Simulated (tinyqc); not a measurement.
Stability and critical current from long pulses.

Question. For long pulses a magnetic tunnel junction switches at I = Ic0 [1 - ln(tp/t0)/Delta]. Find Ic0 and Delta.

Inputs (values chosen for the exercise): attempt time t0 = 1 ns.

switching current for pulses of 0.0001 and 0.01 s (uA): [59.613156, 56.195772]

Solution. I is linear in ln tp: it equals Ic0 at tp = t0, and the slope is -Ic0/Delta.

Ic0 = 68.16 uA
Delta = 91.85

Computed by the program tinyqc: `OMP_NUM_THREADS=1 python tinyqc.py 2450067 2450068 out.jsonl`, one thread of a shared Intel Xeon 2.30GHz, about 0.01 s for the whole run.
